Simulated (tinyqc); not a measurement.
Schottky barrier with interface states (Cowley-Sze model), image lowering and contact resistance: one step, computed by the program tinyqc.

An n-type semiconductor under a metal. The barrier lies between the Schottky-Mott limit phi_M - chi and the Bardeen limit E_g - E_n, E_n being the neutrality level of the interface states; the space-charge term of the full Cowley-Sze expression is left out.

Problem. Depletion layer and image lowering under reverse bias. N_c = 2 M_c (2 pi m_e k_B T/h^2)^(3/2); xi = E_c - E_F solves N = N_c F_1/2(-xi/k_B T) (bisection; full ionisation). F_1/2(eta) = (2/sqrt(pi)) int_0^infinity sqrt(x)/(1 + exp(x - eta)) dx, by the trapezoid rule in t = sqrt(x) with step 0.02 up to t = 12 (for eta < -12 by exp(eta) - exp(2 eta)/2^(3/2)). V_bi = phi_B - xi; W = sqrt(2 eps_s eps_0 (V_bi + V_r - k_B T/e)/(e N)); field at the metal E_m = e N W/(eps_s eps_0); image lowering sqrt(e E_m/(4 pi eps_s eps_0)).

Inputs (values chosen for the exercise, with gap, mass and screening modelled on silicon): gap E_g = 1.11 eV; dielectric constant eps_s = 11.5; electron mass m_e = 0.327 m_0; valleys M_c = 6; donor density N = 2.4e+19 cm^-3; temperature T = 200 K; reverse bias V_r = 0.52 V.

Pinning factor from: interface states.

barrier phi_B = 0.3566105 eV

Constants: k_B = 8.617333262e-05 eV/K; m_0 = 9.1093837015e-31 kg; k_B = 1.380649e-23 J/K; h = 6.62607015e-34 J s; eps_0 = 8.8541878128e-12 F/m; e = 1.602176634e-19 C.

Give: N_c; xi; built-in voltage V_bi; depletion width W; field E_m; image lowering.

Solution.

N_c = 1.5325e+19 cm^-3

xi = -0.017073 eV

built-in voltage V_bi = 0.37368 V

depletion width W = 6.8130 nm

field E_m = 2.5729e+06 V/cm

image lowering = 0.17949 eV

Caution: the field is near or above breakdown for such a gap, so avalanche or tunnelling current would take over. Caution: the image lowering is a large part of the barrier, so these depletion and emission formulas are rough. Caution: the field is near breakdown. Caution: the semiconductor is degenerate: the k_B T/e term in W and the parabolic band are then rough. Caution: E_00 = (e hbar/2) sqrt(N/(m_e eps_s eps_0)) is above 0.3 k_B T, so tunnelling through the barrier adds to the thermionic currents, most of all under reverse bias.
